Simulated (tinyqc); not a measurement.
Deformation potentials from a strained empirical pseudopotential, step by step. Values are carried at full precision from step to step, so a last printed digit may differ when a step is redone from the rounded ones.

Diamond lattice, no spin-orbit coupling. Atomic form factor V(q) = a1 (q^2 - a2)/(a3 exp(a4 q^2) - 1) in rydberg with q in 1/bohr, for the unstrained cell. Under a strain e the reciprocal vectors and k go over into (1 + e)^(-1) G, the atoms sit at +/- tau with tau = (1 + e) a (1,1,1)/8 - zeta a (eyz, ezx, exy)/4, and H(G,G') = c |k + G|^2 delta + (V(q)/det(1 + e)) cos(q.tau), q = G - G', with the term q = 0 left out; c = hbar^2/2m0. The basis is fixed before straining: all G with |k + G|^2 up to 16 (2 pi/a)^2. k is given in units of 2 pi/a of the unstrained cell.

Constants: a0 (Bohr radius) = 0.5291772105 angstrom; hbar^2/2m0 = 3.80998211 eV angstrom^2; Ry = 13.60569312 eV.

Parameters, chosen for this exercise (a germanium-sized cell with gaps well above those of Ge; not measured data):

| symbol | value | unit | meaning |
|---|---|---|---|
| a | 5.663 | angstrom | lattice constant |
| A | (0.401, 2.447, 2.083, 0.451) |  | a1 (Ry bohr^2), a2 (1/bohr^2), a3, a4 (bohr^2) |
| h | 0.005 |  | size of the test strain |
| kD | 0.82 | 2 pi/a | position of the Delta minimum |
| zeta | 0.62 |  | internal-strain parameter |

## Form factors, unstrained and under a volume change

q^2 = n (2 pi/a)^2 a0^2 for the shells n = 3, 8, 11; for e = h 1, q^2 is divided by (1 + h)^2 and V by (1 + h)^3. Last column: the change divided by the relative change of volume, (1 + h)^3 - 1.

Form factors:

| n | q^2 (1/bohr^2) | V (Ry) | V expanded (Ry) | dV/(dVol/Vol) (Ry) |
|---|---|---|---|---|
| 3 | 1.03417 | -0.24411 | -0.24385 | 0.0177 |
| 8 | 2.75778 | 0.02002 | 0.01824 | -0.1177 |
| 11 | 3.79194 | 0.05127 | 0.05002 | -0.0831 |

## Gaps under a volume change

e = -h 1, 0, +h 1; gaps from the valence top to the s-like level at Gamma (level 5), and to level 5 at (kD,0,0) and (1/2,1/2,1/2).

Gaps (eV):

| gap | e = -h | e = 0 | e = +h |
|---|---|---|---|
| Gamma, s-like | 1.63832 | 1.50153 | 1.36595 |
| Delta | 1.35478 | 1.36568 | 1.37493 |
| L | 1.20444 | 1.15884 | 1.11287 |

## Hydrostatic deformation potentials

a = [E(+h) - E(-h)]/(3 ln((1 + h)/(1 - h))).

a of the gaps to Gamma, Delta, L (eV): -9.08  0.67  -3.05

Compression opens the Gamma gap, opens the L gap and closes the Delta gap. Only differences are defined here: the absolute shifts depend on the mean potential, which this model leaves out.

## Tetragonal strain

e = diag(-h/2, -h/2, h). Level 5 at (kD,0,0) and (0,0,kD), and levels 2 to 4 at Gamma, all from the mean of the three valence levels.

Delta x, Delta z (eV): 1.34624  1.40446

valence levels (eV): -0.04496  0.02248  0.02248

## Xu of the Delta valleys and b

For e = diag(-h/2, -h/2, h): E(Delta z) - E(Delta x) = Xu (ezz - exx), and without spin-orbit coupling E(Z) - E(X, Y) = 3 b (ezz - exx); Z is the single level, X and Y the pair.

Xu = 7.76 eV
b = -3.00 eV

Stretching along z raises the valleys on the z axis and lowers the Z valence state. One-sided differences carry an error of order h. A local potential fitted to band energies alone fixes these slopes only roughly; b tends to come out too large and Xu of L too small.

## Trigonal strain

exy = eyz = ezx = h, with the internal displacement. Level 5 at (1/2,1/2,1/2) and (1/2,-1/2,-1/2), and levels 2 to 4 at Gamma, from the mean of the three valence levels.

L [111], L [1-1-1] (eV): 1.27657  1.11847

valence levels (eV): -0.06980  0.03490  0.03490

## Xu of the L valleys and d

For the tensor strain exy = eyz = ezx = h: E(L [111]) - E(L [1-1-1]) = (8/3) Xu h, and E(single valence level) - E(pair) = 3 sqrt(3) d h. Find Xu and d.

Xu (L) = 11.86 eV
d = -4.03 eV

## Checks

- Level 5 at (kD,0,0) and (0,kD,0) under the tetragonal strain (eV): both 10.3924.

Computed by tinyqc, a small Python program: `OMP_NUM_THREADS=1 python tinyqc.py 1880040 1880041 out.jsonl` (the numbers bound the seed that draws the inputs); one thread of a shared host (Intel(R) Xeon(R) Processor @ 2.30GHz), about 0.2 s for the whole set of steps.
